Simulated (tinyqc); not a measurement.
Comparisons within one model: shallow acceptor in the spherical four-band model. A value that a table varies takes the place of the one given here.

The ground state 1S3/2 has an L = 0 part f(r) and an L = 2 part g(r). In units of Ry* and a*, with Gaussians f_i = exp(-a_i r^2), g_i = r^2 exp(-a_i r^2), A = a_i + a_j and I(n) = Gamma((n + 1)/2)/(2 A^((n + 1)/2)): S_ff = I(2), S_gg = I(6), H_ff = (6 a_i a_j/A) I(2) - 2 I(1), H_gg = (14 a_i a_j/A) I(6) - 2 I(5), H_fg = -mu [15 I(2) - 20 a_j I(4) + 4 a_j^2 I(6)]; each function is then normalised. The split-off band is left out.

Converged values use 22 exponents 2.2^i, i = -7 to 14, for f and for g.

Units Ry* = Ry/(g1 eps^2) and a* = a0 eps g1; mu = (6 g3 + 4 g2)/(5 g1) is the spherical heavy-light coupling and delta = (g3 - g2)/g1 the cubic term, which is left out.

Constants: Ry = 13.60569312 eV; a0 (Bohr radius) = 0.5291772105 angstrom.

Inputs chosen for the exercise (near those of a shallow acceptor in GaAs; not measured data):
- mus = (0.18, 0.25, 0.48, 0.64, 0.74, 0.84, 0.88) (couplings)
- rc = 1.4 angstrom (radius of the central cell)
- Vs = (3, 1, 0, -1, -2, -3, -4) eV (central-cell strengths)
- g1 = 7.02 (Luttinger gamma1)
- g2 = 2.06 (gamma2)
- g3 = 2.95 (gamma3)
- eps = 12.8 (dielectric constant)

## Strength of the heavy-light coupling

Ry* = 11.8294 meV

Converged values in Ry* and a*; the heavy-mass hydrogen model gives 1/(1 - mu).

Results:
```
mu    binding (Ry*)  1/(1 - mu)  ratio  L = 2 weight  <r> (a*)  binding (meV)
0.18          1.030       1.220  0.845         0.014     1.463           12.2
0.25          1.060       1.333  0.795         0.027     1.428           12.5
0.48          1.268       1.923  0.659         0.101     1.225           15.0
0.64          1.620       2.778  0.583         0.184     0.988           19.2
0.74          2.078       3.846  0.540         0.252     0.789           24.6
0.84          3.126       6.250  0.500         0.332     0.541           37.0
0.88          4.038       8.333  0.485         0.369     0.425           47.8
```

What can be read from the table?

The binding starts as 1 + O(mu^2), 1.030 at mu = 0.18, since the coupling enters in second order, and reaches 4.04 at mu = 0.88. The ratio to the heavy-mass model falls from 0.84 to 0.48, towards about 0.44 as mu goes to 1: the bound hole is only partly heavy. The L = 2 weight grows to 0.37 and the radius shrinks by a factor 3.4.

## Central-cell correction

mu = 0.73903
a* = 47.550 angstrom

A short-range term V exp(-r^2/rc^2) is added (negative: attracts the hole); its elements are V S (A/(A + 1/rc^2))^(3/2) for f and ^(7/2) for g, in the same units.

Results:
```
V (eV)  1S binding (meV)  2S binding (meV)  <r> (angstrom)  L = 2 weight
3.0                 23.5              7.10            39.2         0.249
1.0                 24.1              7.18            38.2         0.250
0.0                 24.5              7.23            37.6         0.251
-1.0                25.0              7.29            36.9         0.252
-2.0                25.5              7.36            36.2         0.252
-3.0                26.2              7.44            35.3         0.253
-4.0                27.0              7.54            34.3         0.255
```

What does this show, and why?

From V = 0 to -4 eV the 1S binding grows by 2.5 meV (10 %) and the 2S binding by 0.31 meV, so the chemical shift sits mainly in the ground state. A repulsion of 3 eV removes 1.0 meV. The slope is 0.81 meV per eV over the last step against 0.33 on the repulsive side, since attraction pulls the state into the cell; over this range the level stays shallow.

## What each parameter does

Converged values. Each row changes one parameter from the base and keeps the others.

Results:
```
case           mu  Ry* (meV)  binding (meV)  <r> (angstrom)
base        0.739      11.83          24.51            37.6
g1 = 7.58   0.684      10.96          19.57            46.5
g2 = 1.75   0.704      11.83          22.18            41.2
g3 = 2.71   0.698      11.83          21.85            41.7
eps = 11.7  0.739      14.16          29.34            34.4
```

How do the results move?

The largest shifts from the base row, up to three for each result and ties (the steps differ in size, so this ranks the rows, not the parameters). mu: g1 -0.055, g3 -0.041, g2 -0.035; unchanged at the printed digits by eps. Ry* (meV): eps +2.33, g1 -0.87; unchanged at the printed digits by g2 and g3. binding (meV): g1 -4.94, eps +4.83, g3 -2.66. <r> (angstrom): g1 +8.8, g3 +4.1, g2 +3.6. g1 acts twice: it lowers Ry* and it lowers mu.

(tinyqc, `OMP_NUM_THREADS=1 python tinyqc.py 1280155 1280156 out.jsonl`, Intel(R) Xeon(R) Processor @ 2.30GHz, 1 thread, shared host, about 0.05 s.)
